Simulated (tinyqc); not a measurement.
From results back to parameters: ellipsoidal valleys in the axes of a wafer and a channel. Five cases, with inputs chosen for the exercise.

Problem. A valley whose axis makes az^2 = 0.333333 with the surface normal has 1/mz = az^2/ml + (1 - az^2)/mt and mz md^2 = ml mt^2. Its confinement and density-of-states masses are given, and ml > mt.

Case 1.

mz, md (m0): 0.2511866  0.3468597

Case 2.

mz, md (m0): 0.1198658  0.2965783

Case 3.

mz, md (m0): 0.1241766  0.3039655

Case 4.

mz, md (m0): 0.2674453  0.3691319

Case 5.

mz, md (m0): 0.2649590  0.3668992

Find: ml mt^2; mt; ml.

Solution. Put ml = (mz md^2)/mt^2 into the first relation and solve for mt below (mz md^2)^(1/3), the value at which ml = mt; a scan of that range finds one root.

Case 1.

ml mt^2 = 0.030221
mt = 0.185 m0
ml = 0.883 m0

Case 2.

ml mt^2 = 0.010543
mt = 0.082 m0
ml = 1.568 m0

Case 3.

ml mt^2 = 0.011473
mt = 0.085 m0
ml = 1.588 m0

Case 4.

ml mt^2 = 0.036442
mt = 0.197 m0
ml = 0.939 m0

Case 5.

ml mt^2 = 0.035667
mt = 0.195 m0
ml = 0.938 m0

Computed by tinyqc, one run a case: `OMP_NUM_THREADS=1 python tinyqc.py N N+1 out.jsonl` with N = 1881105, 1881175, 1881177, 1881183, 1881199; one thread of a shared Intel(R) Xeon(R) Processor @ 2.30GHz, about 0.01 s a run at most.
